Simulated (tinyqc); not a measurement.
# Ballistic Schottky-barrier transistor with a one-dimensional channel, WKB contacts: effects of single changes

Source Fermi level 0, drain Fermi level -Vd. Far from the contacts Ec = pn - psi, and the gate moves psi one to one; the band edges relax as exp(-x/lam) from pn at the source and pn - Vd at the drain; Ev = Ec - Eg. A carrier of energy w inside the channel band meets at a contact a barrier of height D (the contact edge beyond the channel edge): T = 1 for w >= D, else exp(-S), S = 4 lam sqrt(m/C) [sqrt(D - w) - sqrt(w) arctan sqrt((D - w)/w)], C = hbar^2/(2 m0). The two contacts combine as Ts Td/(Ts + Td - Ts Td).

Parameters, values chosen for the exercise; channel values close to those of a carbon nanotube: temperature T = 350 K; band gap Eg = 0.851 eV; barrier for electrons at both contacts pn = 0.33 eV; electron mass mn = 0.062 m0; hole mass mp = 0.06 m0; valleys or subbands g = 2; screening length at the contacts lam = 2 nm; drain bias Vd = 0.7 V; band shift psi of the channel by the gate ps = -0.19 V.

Constants: q = 1.602176634e-19 C, kB = 1.380649e-23 J/K, hbar = 1.054571817e-34 J s, h = 6.62607015e-34 J s, m0 = 9.1093837015e-31 kg, Vt = kB T/q, hbar^2/(2 m0) = 0.0380998212 eV nm^2. Results are converted to the units shown.

Each table varies one quantity; the others keep the values above.

## Barrier height from the temperature dependence

I = g (2 q^2/h) int T(w) [f(Es + w) - f(Ed + w)] dw, f(y) = 1/(1 + exp(y/Vt)). Electrons: Ds = psi, Dd = psi - Vd, Es = Ec, Ed = Ec + Vd. Holes: Ds = -psi, Dd = Vd - psi, Es = -Ev, Ed = -Ev - Vd. The size of each current is taken; both flow from drain to source and add. The integrals are converged. The apparent barrier is -d ln(I_e/T^1)/d(q/kB T), taken between T - 10 K and T + 10 K for the electron current.

Barrier height from the temperature dependence:
```
ps (V)  electrons (uA)  Ec (eV)  apparent barrier (eV)
-0.25          2.08e-8    0.580                  0.580
-0.18          2.12e-7    0.510                  0.510
-0.11          2.16e-6    0.440                  0.440
-0.04          2.20e-5    0.370                  0.370
0              8.28e-5    0.330                  0.330
0.1            8.39e-4    0.230                  0.251
0.17           0.00418    0.160                  0.190
0.24            0.0221    0.090                  0.124
0.31             0.115    0.020                  0.058
0.38             0.449   -0.050                  0.010
0.45              1.14   -0.120                 -0.010
```

What does the comparison show?

For psi < 0 the channel edge is the highest point, and the apparent barrier follows Ec one to one (0.580 eV against 0.580). At flat band it is 0.330 eV (psi = 0 V), near pn = 0.33 eV. Beyond, the top stays at pn but tunnelling lowers the apparent value to -0.00999 eV in the last row, so only the point where the line bends gives the true barrier.

## Ambipolar transfer curve

Same model as above.

Swing = d(psi)/d(log10 I).

Ambipolar transfer curve:
```
ps (V)  electrons (uA)  holes (uA)   I (uA)  swing (mV/decade)
-0.42        7.416e-11       6.002    6.002             -812.6
-0.34         1.052e-9       4.693    4.693             -688.9
-0.25         2.080e-8       3.360    3.360             -557.8
-0.17         2.951e-7       2.326    2.326             -449.1
-0.09         4.187e-6       1.461    1.461             -348.3
-0.01         5.941e-5      0.7893   0.7894             -256.8
0.07          4.293e-4      0.3323   0.3327             -177.0
0.15          0.002624     0.09037  0.09299             -123.0
0.24           0.02209     0.01101  0.03310              306.1
0.32            0.1428    0.001396   0.1442              108.5
0.4             0.6103    1.817e-4   0.6105              159.3
0.48             1.544    2.515e-5    1.544              248.4
```

I goes from 6.00 through a minimum of 0.0331 (at ps = 0.24 V among the rows listed) to 1.54 uA; the exact minimum lies at psi = 0.227 V. Holes carry the left branch and electrons the right. The ratio of the last row to the smallest is 46.7 and of the first row 181, with barriers of 0.33 eV for electrons and 0.521 eV for holes. The steepest swing among the rows is 108 mV/decade, against the thermionic limit 69.4.

## Effect of the screening length

Same model as above.

Effect of the screening length:
```
lam (nm)  current of the holes (uA)  share over the barriers (%)  |d psi/d log10| of this current (mV/decade)
0.5                           22.17                     6.636e-7                                        768.7
1.6                           4.313                     3.410e-6                                        528.7
2.6                           1.243                     1.184e-5                                        415.4
3.7                          0.3677                     4.000e-5                                        342.8
4.8                          0.1213                     1.213e-4                                        297.6
5.9                         0.04354                     3.378e-4                                        268.2
6.9                         0.01830                     8.037e-4                                        250.3
8                          0.007537                     0.001952                                        237.5
```

What does the table show?

The current falls from 22.2 to 0.00754 uA, while the share over the barriers rises from 6.64e-7 to 0.00195 %: the thermionic part does not depend on lam, and a thinner barrier adds tunnelling. The swing falls from 769 to 238 mV/decade.

Range of the model: No scattering, image-force lowering, channel charge or band-to-band tunnelling; parabolic kappa overstates S deep in the gap.

tinyqc, about 0.05 s, one thread, Intel Xeon 2.30GHz (shared host): `OMP_NUM_THREADS=1 python tinyqc.py 2390041 2390042 out.jsonl`
